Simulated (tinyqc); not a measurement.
Worked calculation: RHF in the sto-6g basis, for H3+, spin multiplicity 1. One step of it, computed by the program tinyqc.

Question. Iteration 3: building the Fock matrix. J_ij = sum D_kl (ij|kl), K_ij = sum D_kl (ik|jl); F = H + J - 0.5 K; E = tr D H + tr D J / 2 - 0.25 tr D K + E_nn.

D after iteration 2, order 1H 1s, 2H 1s, 3H 1s:
```
[[0.218865, 0.604526, -0.179910],
 [0.604526, 1.669761, -0.496931],
 [-0.179910, -0.496931, 0.147890]]
```

core Hamiltonian H = T + V (hartree), order 1H 1s, 2H 1s, 3H 1s:
```
[[-1.166308, -0.411707, -0.412245],
 [-0.411707, -1.166196, -0.411949],
 [-0.412245, -0.411949, -1.166399]]
```

Two-electron integrals (ij|kl) in chemists' order, unique and non-zero (hartree):
```
(11|11) 0.774999   (21|11) 0.133563   (21|21) 0.035480   (22|11) 0.342316
(22|21) 0.133563   (22|22) 0.774999   (31|11) 0.133774   (31|21) 0.029886
(31|22) 0.093240   (31|31) 0.035580   (32|11) 0.093194   (32|21) 0.029866
(32|22) 0.133658   (32|31) 0.029903   (32|32) 0.035525   (33|11) 0.342501
(33|21) 0.093156   (33|22) 0.342399   (33|31) 0.133774   (33|32) 0.133658
(33|33) 0.774999
```

nuclear repulsion = 1.04679716 hartree

Give: Coulomb J; exchange K; Fock matrix F; total energy of this density.

Answer.

Coulomb J (hartree), order 1H 1s, 2H 1s, 3H 1s:
```
[[0.8126, 0.2685, 0.1984],
 [0.2685, 1.4147, 0.2534],
 [0.1984, 0.2534, 0.6930]]
```

exchange K (hartree), order 1H 1s, 2H 1s, 3H 1s:
```
[[0.3178, 0.4017, 0.0442],
 [0.4017, 1.3250, 0.1140],
 [0.0442, 0.1140, 0.0369]]
```

Fock matrix F (hartree), order 1H 1s, 2H 1s, 3H 1s:
```
[[-0.5126, -0.3441, -0.2360],
 [-0.3441, -0.4140, -0.2155],
 [-0.2360, -0.2155, -0.4919]]
```

total energy of this density = -0.607258 hartree
